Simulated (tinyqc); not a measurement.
Spectrum around the optical phonon: single-oscillator infrared dielectric function of a polar cubic crystal. Computed by tinyqc, a small Python program. Command: `OMP_NUM_THREADS=1 python tinyqc.py 3026107 3026108 out.jsonl infrared walk`. One thread of a shared host (Intel(R) Xeon(R) Processor @ 2.30GHz), about 0.01 s of CPU time with the checks.

One ion pair, charges +Z* and -Z*, in a cell of volume Omega = a^3/4. Frequencies omega are given as wavenumbers (1/cm); eps_s is the static dielectric constant.

Inputs (values chosen for the exercise, modelled on sodium chloride):
```
quantity              value      unit
lattice constant a     5.64  angstrom
mass M_A              22.99         u
mass M_B              35.45         u
omega_TO                164      1/cm
Born charge Z*          1.1         e
eps_inf                2.33         -
phonon damping gamma    7.4      1/cm
```

Structure: rock salt. Free carriers: absent.

Constants: nu for 1 eV/(angstrom^2 u) = 15.6333042 THz; 1 THz = 33.35640952 1/cm; e^2/(4 pi eps_0) = 14.39964548 eV angstrom.

Method:
- mu = M_A M_B/(M_A + M_B); ionic plasma term W^2 = 4 pi Z*^2 (e^2/(4 pi eps_0))/(Omega mu) in eV/(angstrom^2 u), turned into 1/cm by W = 15.6333042 x 33.35640952 x sqrt(W^2); omega_LO^2 = omega_TO^2 + W^2/eps_inf; eps_s = eps_inf + W^2/omega_TO^2; Szigeti charge 3 Z*/(eps_inf + 2); longitudinal (Callen) charge Z*/eps_inf.
- eps(omega) = eps_inf + W^2/(omega_TO^2 - omega^2 - i gamma omega); n + i k = sqrt(eps) with k >= 0; R = |(n + i k - 1)/(n + i k + 1)|^2 at normal incidence from vacuum.
- The loss function is Im(-1/eps).

omega_LO = 260.287 1/cm

W = 308.526 1/cm

Spectrum:
```
omega (1/cm)      Re eps     Im eps          R  Im(-1/eps)
82                7.0446    0.14182    0.20498   0.0028566
139               14.669     1.6754    0.34526   0.0076864
159               40.834     28.052    0.57977    0.011430
164                 2.33     78.435    0.72419    0.012738
188              -8.6401     1.8065    0.88287    0.023186
212              -2.9046    0.45501    0.87344    0.052640
241             -0.71243    0.17399    0.78882     0.32350
260           -0.0033427    0.11029    0.41180      9.0585
265              0.13761   0.099224    0.19745      3.4474
276              0.40173   0.079917   0.050594     0.47635
299              0.80901   0.053841  0.0030203    0.081901
390               1.5701   0.017515   0.012626   0.0071037
651               2.0902  0.0029105   0.033218  6.6616e-04
```

What follows from these numbers?

R peaks among these rows at 188 per cm with 0.88 and is lowest, 0.003, at 299; far above omega_LO it tends to ((sqrt(eps_inf) - 1)/(sqrt(eps_inf) + 1))^2 = 0.043. Im eps is largest at 164 and the loss function at 260: absorption marks the TO mode and the loss function the LO mode. Re eps is negative in some rows, where R averages 0.74.

Extremes, crossings and ranges named in words are read from the listed rows.
